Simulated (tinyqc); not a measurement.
# FinFET, parasitic resistance, capacitance and delay: two studies

Nf fins under one contact; each has gated perimeter p = 2 Hf + Wf and cross-section A = Hf Wf; contact width Wc = Nf pf, stack height Hs = Hf. Contact length Lc = CPP - Lg - 2 Lsp, shared by two neighbouring gates. Source and drain sides are equal. The formulas are first-order estimates, not field solutions.

Inputs (values chosen for the exercise); values close to those of silicon logic devices:
- T = 300 K (temperature)
- Nf = 3 (number of fins)
- Hf = 42 nm (fin height)
- Wf = 7 nm (fin width)
- pf = 24 nm (fin pitch)
- CPP = 51 nm (contacted gate pitch)
- Lg = 12 nm (gate length)
- Lsp = 6 nm (spacer length)
- ks = 5.5 (relative permittivity of the spacer)
- Hc = 20 nm (gate height above the channel stack)
- rc = 1e-9 ohm cm^2 (contact resistivity)
- re = 0.00057 ohm cm (resistivity of the source-drain epitaxy)
- te = 30 nm (current-carrying depth of the epitaxy)
- rx = 0.00056 ohm cm (resistivity of the extension)
- Lov = 0.5 nm (gate overlap)
- Cinv = 3.6 uF/cm^2 (inversion capacitance)
- vx = 1.4e7 cm/s (injection velocity)
- mu = 200 cm^2/(V s) (apparent mobility)
- VT = 0.22 V (threshold at zero drain voltage)
- dl = 0.054 V/V (barrier lowering)
- n = 1.15 (subthreshold factor)
- Cw = 0.26 fF (wire load)
- Vdd = 0.6 V (supply voltage)

Constants: q = 1.602176634e-19 C, kB = 1.380649e-23 J/K, eps0 = 8.8541878128e-12 F/m, Vt = kB T/q. Results are converted to the units shown.

Each table varies one quantity; the others keep the values above.

## Effect of the wire load

Epitaxy sheet resistance Rsh = re/te, transfer length LT = sqrt(rc/Rsh), contact Rc = [sqrt(rc Rsh)/Wc] coth(Lc/(2 LT)); extension of one fin Rx = rx Lsp/A. With N fins: gate Cg = Cinv p N Lg; per side, plate Cp = ks eps0 [Wc (Hs + Hc) - N A]/Lsp, top fringe Cf = (2/pi) ks eps0 Wc ln(1 + Lg/(2 Lsp)), overlap Co = Cinv p N Lov. One fin: I = p Q vx u/(1 + |u|^1.8)^(1/1.8), Q = Cinv n Vt ln(1 + exp((Vg' - VT + dl Vd')/(n Vt))), u = Vd' mu/(vx Lg), Vg' = Vgs - v, Vd' = Vds - 2 v, with the drop on each side v = Rc (sum of I) + Rx I. Ieff = [I(Vgs = Vdd, Vds = Vdd/2) + I(Vdd/2, Vdd)]/2, total currents. With Cs = Cp + Cf + Co, the load of an inverter of two such devices driving an equal one is CL = 2 (Cg + 2 Cs) + 4 Cs + Cw (own drains counted twice for the Miller effect); delay CL Vdd/(2 Ieff).

The same in every row: Rc (ohm) = 114.5; Rx/N (ohm) = 38.10; Ieff (uA) = 261.8.

Effect of the wire load:
```
Cw (fF)	CL (aF)	delay (ps)
0.02	540.1	0.6191
0.043	563.1	0.6454
0.093	613.1	0.7027
0.2	720.1	0.8254
0.43	950.1	1.089
0.93	1450	1.662
2	2520	2.888
```

What does the table show?

As Cw goes from 0.02 to 2 fF, Ieff stays at 262 uA, CL rises from 540 to 2520 aF and the delay rises from 0.619 to 2.89 ps.

## Effect of the contact resistivity

Same model as above.

The same in every row: Rx/N (ohm) = 38.10; CL (aF) = 780.1.

Effect of the contact resistivity:
```
rc (ohm cm^2)	Rc (ohm)	Ieff (uA)	delay (ps)
1e-10	20.09	304.1	0.7696
2.1e-10	32.35	298.1	0.7850
4.5e-10	57.60	286.3	0.8175
9.7e-10	111.4	263.0	0.8898
2.1e-9	227.8	220.0	1.064
4.4e-9	464.5	158.9	1.473
9.4e-9	978.9	96.87	2.416
2e-8	2069	53.87	4.345
```

Read the table: what changes, and by how much?

As rc goes from 1e-10 to 2e-8 ohm cm^2, Ieff falls from 304 to 53.9 uA, CL stays at 780 aF and the delay rises from 0.770 to 4.34 ps. Rc goes as rc^(0.64) at the start and rc^(0.99) at the end (1/2 for a long contact, 1 for a short one). For rc = 1e-10 to 2.1e-10 ohm cm^2 rc lies near or below the quantum limit of metal-silicon contacts.

Numbers from tinyqc (`OMP_NUM_THREADS=1 python tinyqc.py 2170127 2170128 out.jsonl`; about 0.04 s on one thread of a shared Intel Xeon 2.30GHz).
